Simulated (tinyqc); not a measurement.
Local against global planarity over time: chemical-mechanical planarisation: Preston law, pattern density and step-height reduction. Computed by tinyqc, a small Python program. Command: `OMP_NUM_THREADS=1 python tinyqc.py 3000594 3000595 out.jsonl cmp walk`. One thread of a shared host (Intel(R) Xeon(R) Processor @ 2.30GHz), about 0.01 s of CPU time with the checks.

A row of 8 cells, repeated periodically, holds raised features that cover a share rho of each cell.

Inputs (values chosen for the exercise, close to those used for copper polishing):
```
quantity,value,unit
Preston coefficient K,1.1e-13,1/Pa
pressure P,22,kPa
platen and carrier speed,40,rpm
distance between the centres,17,cm
initial step height h0,300,nm
contact height h_c,55,nm
cell size,1.7,mm
planarisation length,4.2,mm
```

local pattern densities, cell by cell: [0.5, 0.3, 0.6, 0.6, 0.25, 0.7, 0.1, 0.3]

Method:
- With equal rotation speeds the relative speed is uniform, v = omega r_c; Preston rate R0 = K P v.
- The stiff pad averages the density: rho_eff(i) = sum_j w_ij rho_j / sum_j w_ij, w = exp(-2 d^2/L^2), L the planarisation length and d the distance between cell centres, summed over all periodic images of cell j.
- While h > h_c only raised areas polish, at R0/rho_eff, until t_c = rho_eff (h0 - h_c)/R0. After that h = h_c exp(-(t - t_c)/tau), tau = rho_eff h_c/R0; low areas polish at R0 (1 - h/h_c) and raised areas at R0 [1 + (1 - rho_eff) h/(rho_eff h_c)]. Removed from raised areas after t_c: h0 - h_c + R0 (t - t_c) + (1 - rho_eff)(h_c - h); from low areas: R0 (t - t_c) - rho_eff (h_c - h). Film left = z0 less the removal from raised areas.
- Times are multiples of h0/R0; the range is the largest minus the smallest removal from raised areas.

effective densities: [0.385035, 0.439599, 0.485886, 0.489900, 0.456149, 0.405631, 0.347688, 0.340111]

blanket rate R0 = 1.72327 nm/s

Steps and range (nm):
```
multiple,t (s),largest step,smallest step,range across the row,mean removal from raised areas
0.10,17.41,238.76,211.79,26.970,72.92
0.20,34.82,177.53,123.59,53.939,145.84
0.30,52.23,116.29,38.50,78.851,218.37
0.45,78.34,31.55,3.47,58.739,300.63
0.60,104.45,5.94,0.31,47.759,352.95
0.80,139.27,0.64,0.01,45.255,414.24
1.00,174.09,0.07,0.00,44.972,474.36
1.30,226.31,0.00,0.00,44.938,564.37
1.70,295.95,0.00,0.00,44.937,684.37
```

What does the comparison show, and why?

Local steps shrink to 0.01 nm or less, but the range across the row reaches up to 78.9 nm among these rows and ends at 44.9 nm, against the limit (largest - smallest rho_eff) h0 = 44.9 nm: once flat, all cells polish alike and the difference stays. Evener density (dummy fill), a longer planarisation length or a smaller initial step reduces it.

Extremes, crossings and ranges named in words are read from the listed rows.
